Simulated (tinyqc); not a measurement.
# From hole level before the anneal back to well width w

Model: interdiffusion of a quantum well during annealing: blurred potential and shift of the confined levels. Computed by tinyqc, a small Python program. Command: `OMP_NUM_THREADS=1 python tinyqc.py 3005692 3005693 out.jsonl qwi inv`. One thread of a shared host (Intel(R) Xeon(R) Processor @ 2.30GHz), about 0.01 s of CPU time with the checks.

A square well of width w is blurred by Fick diffusion with a constant coefficient; band offsets are linear in composition, masses are uniform, and strain and excitons are ignored.

Inputs (values chosen for the exercise, modelled on GaAs in AlGaAs):
```
quantity,value,unit
electron mass m_e,0.0641,m_0
hole mass m_h,0.378,m_0
conduction offset V_c,0.23,eV
valence offset V_v,0.17,eV
```

Constants: hbar^2/(2 m_0) = 3.80998212 eV angstrom^2.

Method. Square well, ground state: take the lowest root of k tan(k w/2) = kappa, k^2 = E/c, kappa^2 = (V - E)/c, c = hbar^2/(2m) with hbar^2/(2 m_0) in eV angstrom^2.

Task: A run gave the result below. Find the well width w, known to lie between 2 and 5.3 nm.

hole level before the anneal = 45.16919 meV

Result:

Each step takes the trial c = (a f_b - b f_a)/(f_b - f_a), f being the result less the target and a, b, c the logarithms of the listed values; c replaces end b, the old b replaces a if the sign of f changed, and otherwise f_a is halved.

Scan of the range:
```
well width w (nm),hole level before the anneal (meV)
2.00,73.4414
2.35,62.0629
2.77,51.3718
3.26,41.9176
3.83,33.7862
4.51,26.7905
5.30,21.0547
```

False position (Illinois rule, in the logarithm of the input) inside the bracket:
```
step,end a,end b,trial,hole level before the anneal (meV)
1,2.77000,3.26000,3.08240,45.0324
2,2.77000,3.08240,3.06851,45.2898
3,3.08240,3.06851,3.07501,45.1691
4,3.06851,3.07501,3.07500,45.1692
5,3.06851,3.07500,3.07500,45.1692
6,3.07500,3.07500,3.07500,45.1692
```

Hole level before the anneal falls at every point of a 13-point scan of the range (every second point is shown), so one value fits; it is bracketed by 2.77 and 3.26. Answer: well width w = 3.075 nm.

Caution: the well mass is used in the barriers too; a heavier barrier mass would lower these levels.
